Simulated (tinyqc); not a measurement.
Quantum well in an electric field by finite differences: sweeps and comparisons. A value that a table varies takes the place of the one given here.

Finite differences on points z_i at the centres of cells of width h: H_ii = (c/h^2)(1/m_(i-1/2) + 1/m_(i+1/2)) + V_i, H_(i,i+1) = -(c/h^2)/m_(i+1/2), where m_(i+1/2) is the mean of the masses at the two points (the end values are repeated outwards), psi = 0 on the points beyond both ends, c = hbar^2/2m0. The field adds e F (z - z0) with z0 the middle of the structure; 1 kV/cm = 1e-5 eV/angstrom.

Constants: hbar^2/2m0 = 3.80998211 eV angstrom^2.

Inputs chosen for the exercise (near those of an InGaAs well in InP; shifted at random, so the results belong to these values and not to a real crystal): layers = ((160, 0.238, 0.0774), (160, 0, 0.0408), (160, 0.238, 0.0774)) (each layer: thickness in angstrom, band edge in eV, mass in m0); hf = 2.5 angstrom (cell width of the fine grid); Fs = (0, 5, 10, 15, 20, 25, 30) kV/cm (fields); F = 24 kV/cm (field along z); Lw = 160 angstrom (well width); Lb = 160 angstrom (each outer barrier); V0 = 0.238 eV (barrier height); mw = 0.0408 m0 (mass in the well); mb = 0.0774 m0 (mass in the barriers).

## Stark shift

Fine grid. Perturbation theory: dE1 = e F z_11 - beta (e F)^2 with beta = sum_j z_1j^2/(E_j - E_1) over the 13 next levels at zero field, z from z0.

Levels against field:
```
F (kV/cm)  E1 (eV)  E2 (eV)  dE1 (meV)  second order (meV)  <z - z0> (angstrom)  E2 - E1 (meV)
0           0.0201   0.0812       0.00                0.00                  0.0           61.1
5.00        0.0200   0.0812      -0.06               -0.06                 -2.4           61.2
10.0        0.0198   0.0812      -0.24               -0.24                 -4.8           61.4
15.0        0.0196   0.0813      -0.54               -0.54                 -7.1           61.8
20.0        0.0191   0.0814      -0.95               -0.96                 -9.4           62.3
25.0        0.0186   0.0816      -1.48               -1.50                -11.7           63.0
30.0        0.0180   0.0817      -2.12               -2.16                -13.9           63.8
```

z_11 = 0.00 angstrom
beta = 2.398e+04 angstrom^2/eV

At zero field the state is centred, so the shift starts as F^2; it turns linear only if the state is pulled to one side. At 30 kV/cm E1 has moved by -2.12 meV, where second order gives -2.16 meV; they differ by 1.8 % there. The electron moves by -13.9 angstrom, against the rise of the potential. E2 - E1 grows with the field; the ends are 61.1 and 63.8 meV.

## Order of mass and momentum

Fine grid. Hermitian kinetic operators m^a p m^b p m^a with 2a + b = -1: H_ii = (c/h^2) m_i^(2a) (m_(i-1/2)^b + m_(i+1/2)^b) + V_i, H_(i,i+1) = -(c/h^2) m_i^a m_(i+1)^a m_(i+1/2)^b; BenDaniel-Duke is a = 0. The halved form has H_ii = 2c/(h^2 m_i) + V_i and H_(i,i+1) = -(c/2h^2)(1/m_i + 1/m_(i+1)). The shifts are measured against BenDaniel-Duke; the last column repeats E1 with cells of hf/4.

Levels (eV):
```
operator                            E1      E2  E1 - E1(BDD) (meV)  E1 at hf/4
BenDaniel-Duke                  0.0187  0.0815                 0.0      0.0188
(1/m) p^2 + p^2 (1/m), halved   0.0155  0.0688                -3.2     -0.3191
m^(-1/2) p^2 m^(-1/2)           0.0246  0.0981                 5.8      0.0246
m^(-1/4) p m^(-1/2) p m^(-1/4)  0.0218  0.0898                 3.0      0.0218
one mass, the smallest          0.0218  0.0898                 3.1      0.0218
```

The three forms m^a p m^b p m^a span 5.8 meV in E1, 9 % of E2 - E1; they differ only at the mass steps (largest to smallest mass 1.90), where m^a psi is the continuous quantity. Dropping the mass step altogether moves E1 by +3.1 meV. Refining the grid moves the halved form by -334.6 meV, against at most 0.04 meV for the other three: at an abrupt step it has no limit as the grid is refined.

## What each parameter does

Three layers: barrier, well, barrier; fine grid. The Stark shift is E1(F) - E1(0). Each row changes one parameter from the base and keeps the others.

Results:
```
case               E1 (eV)  E2 - E1 (meV)  Stark shift (meV)  <z - z0> (angstrom)
base                0.0187           62.8              -1.36               -11.24
Lw = 120 angstrom   0.0299           93.4              -0.60                -4.95
Lb = 200 angstrom   0.0187           62.8              -1.36               -11.24
V0 = 0.19 eV        0.0174           59.6              -1.53               -12.55
mw = 0.0469 m0      0.0172           57.8              -1.42               -11.66
mb = 0.0619 m0      0.0198           64.6              -1.29               -10.67
F = 12 kV/cm        0.0197           61.5              -0.34                -5.72
```

The largest shifts from the base row, up to three for each result and ties (the steps differ in size, so this ranks the rows, not the parameters). E1 (eV): Lw +0.0111, mw -0.0015, V0 -0.0013; unchanged at the printed digits by Lb. E2 - E1 (meV): Lw +30.6, mw -5.1, V0 -3.2; unchanged at the printed digits by Lb. Stark shift (meV): F +1.02, Lw +0.77, V0 -0.16; unchanged at the printed digits by Lb. <z - z0> (angstrom): Lw +6.30, F +5.52, V0 -1.30; unchanged at the printed digits by Lb.

(tinyqc, `OMP_NUM_THREADS=1 python tinyqc.py 1250099 1250100 out.jsonl`, Intel(R) Xeon(R) Processor @ 2.30GHz, 1 thread, shared host, about 0.02 s.)
